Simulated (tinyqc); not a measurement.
Keating valence-force model of a tetrahedral crystal. From internal-strain parameter zeta back to bond bending beta_A. Computed by tinyqc, a small Python program. Command: `OMP_NUM_THREADS=1 python tinyqc.py 3030628 3030629 out.jsonl keating inv`. One thread of a shared host (Intel(R) Xeon(R) Processor @ 2.30GHz), about 0.07 s of CPU time with the checks.

Atom A sits at 0 and atom B at a/4 (1,1,1) of an fcc lattice; the four bonds from A are t = a/4 (1,1,1), a/4 (1,-1,-1), a/4 (-1,1,-1), a/4 (-1,-1,1), of length d = sqrt(3) a/4. Energy: E = (3 alpha/(8 d^2)) sum over bonds (r.r - d^2)^2 + (3 beta/(8 d^2)) sum over pairs of bonds at one atom (r_i.r_j + d^2/3)^2, with beta_A for the six pairs at A and beta_B for the six at B. The cell holds two atoms, Omega = a^3/4. 1 N/m = 1 J/m^2. With constants fitted to the elastic moduli this model puts optical and zone-boundary frequencies of real crystals too high, by up to about 20 % in elemental crystals and up to about 50 % in compounds, and mostly by more for TA modes; in compounds the lattice part of the static dielectric constant then comes out too low.

Inputs (values chosen for the exercise, modelled on cubic silicon carbide): lattice constant a = 4.36 angstrom; bond stretching alpha = 83.9 N/m; bond bending beta_B = 26.8 N/m.

Structure: zinc blende.

Method. beta = (beta_A + beta_B)/2; C11 = (alpha + 3 beta)/a, C12 = (alpha - beta)/a, C44 = 4 alpha beta/(a (alpha + beta)); with the two sublattices clamped C44(0) = (alpha + beta)/a; internal-strain parameter zeta = (alpha - beta)/(alpha + beta); B = (C11 + 2 C12)/3.

Question. A run gave the result below. Find the bond bending beta_A, known to lie between 23 and 40 N/m.

internal-strain parameter zeta = 0.4866002

Answer.

Each step takes the trial c = (a f_b - b f_a)/(f_b - f_a), f being the result less the target and a, b, c the logarithms of the listed values; c replaces end b, the old b replaces a if the sign of f changed, and otherwise f_a is halved.

Scan of the range:
```
bond bending beta_A (N/m)  internal-strain parameter zeta
23.0                                             0.542279
25.2                                             0.526843
27.7                                             0.509672
30.3                                             0.492219
33.3                                             0.472576
36.5                                             0.452185
40.0                                             0.430520
```

False position (Illinois rule, in the logarithm of the input) inside the bracket:
```
step    end a    end b    trial  internal-strain parameter zeta
1     30.3000  33.3000  31.1294                        0.486736
2     33.3000  31.1294  31.1495                        0.486603
3     33.3000  31.1495  31.1505                        0.486597
4     31.1495  31.1505  31.1500                        0.486600
```

Internal-strain parameter zeta falls at every point of a 13-point scan of the range (every second point is shown), so one value fits; it is bracketed by 30.3 and 33.3. Answer: bond bending beta_A = 31.15 N/m.
